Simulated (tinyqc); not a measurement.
Comparisons within one model: propagation of a band-gap error through k.p and effective-mass formulas. A value that a table varies takes the place of the one given here.

Chain, for a gap E (the reference Eg or another value), with Ep and Dso kept: 1/me = 1 + Ep (E + 2 Dso/3)/(E (E + Dso)); g* = 2 - 2 Ep Dso/(3 E (E + Dso)); g1(E) = g1 + (Ep/3)(1/E - 1/Eg), g2(E) = g2 + (Ep/6)(1/E - 1/Eg), light hole 1/(g1 + 2 g2), heavy hole 1/(g1 - 2 g2) along [100]; optical constant ei(E) = 1 + (ei - 1)(EP/(EP + E - Eg))^2, static e0(E) = ei(E) + e0 - ei.

Donor: R = Ry me/e0^2, a_B = a0 e0/me, Mott density (0.26/a_B)^3. Nc, Nv = 2 (m kT/(4 pi c))^(3/2), c = hbar^2/2m0, ni = sqrt(Nc Nv) exp(-E/2kT). Exciton: Ry mu/e0^2 with 1/mu = 1/me + g1(E). 1 angstrom^-3 = 1e24 cm^-3.

Constants: Ry = 13.60569312 eV; a0 (Bohr radius) = 0.5291772105 angstrom; kB = 8.617333262e-05 eV/K; hbar^2/2m0 = 3.80998211 eV angstrom^2.

Parameters, chosen for this exercise (reference values near those of InP, gap at low temperature; shifted at random, so the results belong to these values and not to a real crystal):

| symbol | value | unit | meaning |
|---|---|---|---|
| Eg | 1.407 | eV | gap at Gamma to the s-like level |
| Dso | 0.109 | eV | spin-orbit splitting |
| Ep | 21 | eV | Kane energy |
| g1 | 5.07 |  | Luttinger gamma1 |
| g2 | 1.59 |  | gamma2 |
| e0 | 12.6 |  | static dielectric constant |
| ei | 9.54 |  | optical dielectric constant |
| EP | 5.33 | eV | mean (Penn) gap |
| mh | 0.46 | m0 | density-of-states mass of the holes |
| T | 77 | K | temperature |
| Eg2 | 1.154 | eV | a wrong gap, of the size a hybrid functional can give |

## The size of the error

E = f Eg; ratios against f = 1.

Results:

| f | E (eV) | me ratio | light-hole ratio | e0 ratio | donor ratio | Mott ratio | g* | log10 ni ratio |
|---|---|---|---|---|---|---|---|---|
| 0.25 | 0.352 | 0.278 | 0.217 | 1.376 | 0.147 | 0.00825 | -7.416 | 34.12 |
| 0.40 | 0.563 | 0.429 | 0.356 | 1.279 | 0.262 | 0.0377 | -2.036 | 27.35 |
| 0.60 | 0.844 | 0.625 | 0.554 | 1.169 | 0.457 | 0.152 | 0.104 | 18.26 |
| 0.80 | 1.126 | 0.815 | 0.768 | 1.078 | 0.702 | 0.432 | 0.902 | 9.14 |
| 1.00 | 1.407 | 1.000 | 1.000 | 1.000 | 1.000 | 1.00 | 1.285 | 0.00 |
| 1.20 | 1.688 | 1.181 | 1.252 | 0.934 | 1.354 | 2.02 | 1.497 | -9.15 |
| 1.50 | 2.111 | 1.443 | 1.672 | 0.851 | 1.992 | 4.87 | 1.674 | -22.90 |
| 2.00 | 2.814 | 1.860 | 2.519 | 0.746 | 3.338 | 15.5 | 1.814 | -45.84 |

How do the results move?

Between f = 0.8 and 1.2 the mean powers d ln(ratio)/d ln f are 0.91 for me, 1.20 for the light hole, -0.35 for e0, 1.62 for the donor energy and 3.81 for the Mott density; ni moves by -3.25 decades per 0.1 eV, against -0.1 eV/(2 kT ln 10) = -3.27 from the exponential alone, the rest coming from Nc through me^(3/4). g* changes sign between f = 0.40 and 0.60; the place of this zero hangs on remote bands, which are left out.

## What each input does

All at E = Eg2. Each row changes one parameter from the base and keeps the others.

Results:

| case | me (m0) | light hole (m0) | e0 | donor (meV) | exciton (meV) | log10 ni |
|---|---|---|---|---|---|---|
| base | 0.0536 | 0.0959 | 13.47 | 4.014 | 3.018 | -20.458 |
| Eg2 = 1.062 eV | 0.0496 | 0.0871 | 13.82 | 3.532 | 2.652 | -17.473 |
| Dso = 0.118 eV | 0.0537 | 0.0959 | 13.47 | 4.023 | 3.023 | -20.458 |
| Ep = 22.68 eV | 0.0498 | 0.0943 | 13.47 | 3.732 | 2.846 | -20.482 |
| g1 = 4.664 | 0.0536 | 0.0997 | 13.47 | 4.014 | 3.069 | -20.458 |
| EP = 4.904 eV | 0.0536 | 0.0959 | 13.55 | 3.966 | 2.982 | -20.458 |
| ei = 10.303 | 0.0536 | 0.0959 | 13.55 | 3.968 | 2.984 | -20.458 |
| mh = 0.423 m0 | 0.0536 | 0.0959 | 13.47 | 4.014 | 3.018 | -20.486 |
| T = 83.16 K | 0.0536 | 0.0959 | 13.47 | 4.014 | 3.018 | -17.611 |

What can be read from the table?

The largest shifts from the base row, up to three for each result and ties (the steps differ in size, so this ranks the rows, not the parameters). me (m0): Eg2 -0.0039, Ep -0.0038, Dso +0.0001; unchanged at the printed digits by g1, EP, ei, mh and T. light hole (m0): Eg2 -0.0088, g1 +0.0039, Ep -0.0016; unchanged at the printed digits by Dso, EP, ei, mh and T. e0: Eg2 +0.35, EP +0.08, ei +0.08; unchanged at the printed digits by Dso, Ep, g1, mh and T. donor (meV): Eg2 -0.482, Ep -0.283, EP -0.048; unchanged at the printed digits by g1, mh and T. exciton (meV): Eg2 -0.366, Ep -0.172, g1 +0.050; unchanged at the printed digits by mh and T. log10 ni: Eg2 +2.986, T +2.848, mh -0.027; unchanged at the printed digits by Dso, g1, EP and ei.

Computed by tinyqc, a small Python program: `OMP_NUM_THREADS=1 python tinyqc.py 1850367 1850368 out.jsonl` (the numbers bound the seed that draws the inputs); one thread of a shared host (Intel(R) Xeon(R) Processor @ 2.30GHz), about 0.01 s for the whole set of steps.
